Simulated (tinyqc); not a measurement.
# Voltage drop against the resistance from a pad node to the supply

A grid of 17 by 17 nodes with segments Rx (rows) and Ry (columns); every node draws I1 and the central node kh I1; pads with resistance Rp sit at the nodes whose row and column are multiples of the pitch, counting from 0. The drops u = Vdd - V follow from G u = i, with G the conductance matrix and i the load currents, solved directly. Here the pitch is 4.

Inputs (values chosen for the exercise):
- Vdd = 0.9 V (supply voltage)
- Rx = 0.39 ohm (resistance of a horizontal segment)
- Ry = 1.4 ohm (resistance of a vertical segment)
- kh = 1 (factor on the load at the hot node)
- I1 = 0.34 mA (load current of a node in the large grid)

Voltage drop against the resistance from a pad node to the supply:

| Rp (ohm) | pads | worst drop (mV) | mean drop (mV) | largest drop at a pad (mV) | largest pad current (mA) | worst drop over Vdd (%) |
|---|---|---|---|---|---|---|
| 0.0051 | 25 | 1.5039 | 1.0343 | 0.027387 | 5.3700 | 0.16710 |
| 0.01 | 25 | 1.5281 | 1.0550 | 0.053644 | 5.3644 | 0.16979 |
| 0.021 | 25 | 1.5821 | 1.1015 | 0.11239 | 5.3517 | 0.17579 |
| 0.041 | 25 | 1.6797 | 1.1858 | 0.21847 | 5.3285 | 0.18663 |
| 0.082 | 25 | 1.8769 | 1.3577 | 0.43302 | 5.2808 | 0.20854 |
| 0.16 | 25 | 2.2437 | 1.6821 | 0.83110 | 5.1944 | 0.24930 |
| 0.33 | 25 | 3.0200 | 2.3803 | 1.6615 | 5.0350 | 0.33556 |

What does the comparison show?

The worst drop rises from 1.50 to 3.02 mV and the mean drop rises from 1.03 to 2.38 mV. The worst drop goes as Rp^(0.02) between the first two rows and Rp^(0.41) between the last two. The central node is itself a pad.

Numbers from tinyqc (`OMP_NUM_THREADS=1 python tinyqc.py 2770145 2770146 out.jsonl`; about 0.1 s on one thread of a shared Intel Xeon 2.30GHz).
